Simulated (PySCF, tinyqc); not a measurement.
Ways to converge the cycle: SCF convergence aids in the sto-3g basis, for H3+, spin multiplicity 1. Computed by the program tinyqc with PySCF. RHF with one setting changed at a time; a run stops when the energy changes by less than 1e-09 hartree and the error matrix is below 1e-5. The start is the Wolfsberg-Helmholz matrix. Damping d keeps d of the old density; a shift (hartree) raises the virtual levels; DIIS n extrapolates F over n matrices.

Geometry (angstrom):

| atom | x | y | z |
|---|---|---|---|
| H | 0.0000 | 0.0000 | 0.0000 |
| H | 0.0000 | 0.0000 | 1.3300 |
| H | 0.0000 | 0.1670 | -1.3210 |

lowest restricted solution found by these runs and by PySCF = -1.094205 hartree

Largest element of the error matrix X^T (FDS - SDF) X:

| iteration | plain | damping 0.3 | damping 0.6 | shift 0.4 | DIIS 3 | DIIS 8 |
|---|---|---|---|---|---|---|
| 1 | 8.4e-02 | 8.4e-02 | 8.4e-02 | 8.4e-02 | 8.4e-02 | 8.4e-02 |
| 2 | 6.8e-03 | 3.0e-02 | 5.3e-02 | 3.2e-02 | 6.8e-03 | 6.8e-03 |
| 3 | 5.5e-04 | 1.1e-02 | 3.4e-02 | 1.2e-02 | 1.1e-05 | 1.1e-05 |
| 4 | 4.4e-05 | 3.8e-03 | 2.1e-02 | 4.7e-03 | 1.1e-06 | 1.1e-06 |
| 5 | 3.5e-06 | 1.4e-03 | 1.3e-02 | 1.8e-03 | - | - |
| 6 | 2.8e-07 | 4.8e-04 | 8.5e-03 | 6.8e-04 | - | - |
| 8 | - | 6.1e-05 | 3.4e-03 | 9.8e-05 | - | - |
| 10 | - | 7.8e-06 | 1.4e-03 | 1.4e-05 | - | - |
| 14 | - | 1.2e-07 | 2.2e-04 | - | - | - |
| 20 | - | - | 1.4e-05 | - | - | - |
| 30 | - | - | 1.4e-07 | - | - | - |

How each run ends:

| run | iterations | E (hartree) | state |
|---|---|---|---|
| plain | 6 | -1.094205 | lowest found |
| damping 0.3 | 16 | -1.094205 | lowest found |
| damping 0.6 | 32 | -1.094205 | lowest found |
| shift 0.4 | 11 | -1.094205 | lowest found |
| DIIS 3 | 4 | -1.094205 | lowest found |
| DIIS 8 | 4 | -1.094205 | lowest found |

What does the comparison show, and why?

6 of 6 runs reach the lowest restricted solution found, in 4 to 32 iterations (fastest: DIIS 3, DIIS 8). Plain steps already contract here, so damping only slows them. DIIS 3 and DIIS 8 gain by cancelling the error over several earlier matrices, much as a quasi-Newton step does. The restricted reference is unstable here: a spin-polarised solution lies 0.0189 hartree lower (PySCF), so results built on it describe a poor reference.
